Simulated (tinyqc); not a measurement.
Polytypes and stacking faults of a tetrahedral semiconductor in an axial Ising model with couplings up to third neighbours. From splitting width d back to J2. Computed by tinyqc, a small Python program. Command: `OMP_NUM_THREADS=1 python tinyqc.py 3011520 3011521 out.jsonl polytype inv`. One thread of a shared host (Intel(R) Xeon(R) Processor @ 2.30GHz), about 0.02 s of CPU time with the checks.

Each double layer has s = +1 or -1 for the sense of its stacking step; E per pair of atoms = E0 - sum_n J_n <s_i s_(i+n)>, n = 1, 2, 3. Hexagonality h = (1 - <s_i s_(i+1)>)/2.

Inputs (values chosen for the exercise, of the order of those of SiC for J, a, G and the gaps):
```
quantity,value,unit
J1,1.08,meV/pair
J3,-0.36,meV/pair
basal lattice constant a,3.08,angstrom
shear modulus G,185,GPa
Poisson ratio nu,0.21,-
```

Host polytype: 4H.

fault coefficients k_n:
```
,J1,J2,J3
single Shockley (31),0,-4,0
double Shockley (62),-4,-8,0
Frank-type (32),-1,-2,3
```

Constants: 1 eV/angstrom^2 = 16.02176634 J/m^2.

Method. Faults in 4H: the sequences single Shockley (31) (+++-), double Shockley (62) (++++++--), Frank-type (32) (+++--) are put between perfect repeats; k_n = (layers x C_n of the host) - sum_i s_i s_(i+n). gamma = sum k_n J_n/A, A = (sqrt 3/2) a^2; 1 meV/angstrom^2 = 16.02177 mJ/m^2. Screw line, bounded by the single Shockley (31) fault of energy gamma: b = a, partials b_p = a/sqrt 3; d = G b_p^2 (2 - 3 nu)/(8 pi gamma (1 - nu)). One partial is driven off by the shear stress gamma/b_p along its Burgers vector.

Problem. A run gave the result below. Find the J2, known to lie between -2.7 and -1 meV/pair.

splitting width d = 24.99752 nm

Solution.

Each step takes the trial c = (a f_b - b f_a)/(f_b - f_a), f being the result less the target; c replaces end b, the old b replaces a if the sign of f changed, and otherwise f_a is halved.

Scan of the range:
```
J2 (meV/pair),splitting width d (nm)
-2.70,19.1648
-2.42,21.3822
-2.13,24.2934
-1.85,27.9702
-1.57,32.9585
-1.28,40.4257
-1.00,51.7449
```

False position (Illinois rule) inside the bracket:
```
step,end a,end b,trial,splitting width d (nm)
1,-2.13000,-1.85000,-2.07638,24.9207
2,-1.85000,-2.07638,-2.07068,24.9893
3,-1.85000,-2.07068,-2.06947,25.0039
4,-2.07068,-2.06947,-2.07000,24.9975
5,-2.06947,-2.07000,-2.07000,24.9975
```

Splitting width d rises at every point of a 13-point scan of the range (every second point is shown), so one value fits; it is bracketed by -2.13 and -1.85. Answer: J2 = -2.070 meV/pair.
